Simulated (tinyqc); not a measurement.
Comparisons within one model: configuration-coordinate model of carrier capture at a defect. A value that a table varies takes the place of the one given here.

Two parabolas of equal curvature k in one coordinate Q: with the carrier free at the band edge, U_f = k Q^2/2; with the carrier trapped, U_t = k (Q - dQ)^2/2 - ET. ER = k dQ^2/2, Huang-Rhys factor S = ER/hw, hw = 0.0646541 sqrt(k/M) eV for k in eV/angstrom^2 and M in u. The curves cross at a height Eb = (ER - ET)^2/(4 ER) above the free minimum.

Multiphonon factor for giving p = ET/hw phonons to the lattice: W = exp(-S (2 nb + 1)) ((nb + 1)/nb)^(p/2) I_p(x), nb = 1/(exp(hw/kT) - 1), x = 2 S sqrt(nb (nb + 1)), I_p the modified Bessel function. Classical limit: W = hw exp(-Eb/kT)/sqrt(4 pi ER kT). At T = 0: exp(-S) S^p/Gamma(p + 1).

Constants: kB = 8.617333262e-05 eV/K.

Values chosen for the exercise (of the size met at a DX centre in AlGaAs; shifted at random, so the results belong to these values and not to a real crystal):
```
symbol  value  unit  meaning
ET      0.08   eV    thermal depth of the level below the band edge
ER      0.86   eV    relaxation energy
hw      0.01   eV    phonon energy of the mode
T       200    K     temperature
```

## Capture against temperature

The local activation energy is -d ln W/d(1/kT), by central differences with T changed by 1 %.

Against T:
```
T (K)  kT/hw  log10 W  log10 W, classical  activation energy (eV)
40     0.345  -19.665             -23.569                  0.0937
60     0.517  -14.935             -16.229                  0.1311
80     0.689  -12.006             -12.578                  0.1474
120    1.034   -8.775              -8.952                  0.1594
160    1.379   -7.081              -7.157                  0.1629
220    1.896   -5.677              -5.707                  0.1635
300    2.585   -4.682              -4.694                  0.1618
400    3.447   -4.008              -4.014                  0.1584
550    4.740   -3.473              -3.475                  0.1525
```

log10 W at T = 0 = -26.479
Eb = 0.1769 eV

What does this show?

At 40 K log10 W is -19.66, against -26.48 at T = 0 and -23.6 classically; at 550 K the two forms differ by 0.00. The activation energy read from an Arrhenius plot goes from 0.094 eV at 40 K to 0.152 at 550 K, with its largest value 0.164 at 220 K, against Eb = 0.177 eV; the classical form itself gives Eb - kT/2. A measured slope therefore understates the barrier.

## Capture against depth of the level

ET is varied at fixed ER, hw and T, as by moving the band edge with alloying or pressure.

Against ET:
```
ET/ER  ET (eV)  Eb (eV)  log10 W  log10 W, classical
0.10     0.086   0.1741   -5.983              -6.023
0.25     0.215   0.1209   -4.647              -4.683
0.50     0.430   0.0537   -2.968              -2.989
0.75     0.645   0.0134   -1.969              -1.974
1.00     0.860   0.0000   -1.641              -1.635
1.25     1.075   0.0134   -1.973              -1.974
1.50     1.290   0.0537   -2.950              -2.989
2.00     1.720   0.2150   -6.773              -7.053
3.00     2.580   0.8600  -21.370             -23.306
```

What does this show?

Capture is fastest at ET/ER = 1 among these rows, where the barrier vanishes or nearly so. The classical form is symmetric about ET = ER; the quantum one gives -2.97 at 0.5 and -2.95 at 1.5, against -2.99 for both. At ET = 3 ER it lies 1.9 decades above the classical value: deep levels capture by emitting many phonons, and the rate falls with depth by 17.0 decades per eV between the last two rows. Rows deeper than the gap of the host are formal.

## What each parameter does

Eb, log10 W and the full width 2.35482 sqrt(ER hw coth(hw/2kT)). Each row changes one parameter from the base and keeps the others.

Results:
```
case           Eb (eV)  log10 W  full width (eV)
base            0.1769   -6.052           0.4111
ET = 0.12 eV    0.1592   -5.607           0.4111
ER = 0.91 eV    0.1893   -6.374           0.4228
hw = 0.012 eV   0.1769   -5.955           0.4135
T = 230 K       0.1769   -5.514           0.4394
```

What does this show?

The largest shifts from the base row, up to three for each result and ties (the steps differ in size, so this ranks the rows, not the parameters). Eb (eV): ET -0.0177, ER +0.0124; unchanged at the printed digits by hw and T. log10 W: T +0.538, ET +0.444, ER -0.322. full width (eV): T +0.0283, ER +0.0118, hw +0.0024; unchanged at the printed digits by ET.

Run: tinyqc, `OMP_NUM_THREADS=1 python tinyqc.py 1480599 1480600 out.jsonl`; Intel(R) Xeon(R) Processor @ 2.30GHz, one thread, shared host; about 0.01 s of CPU time with all checks.
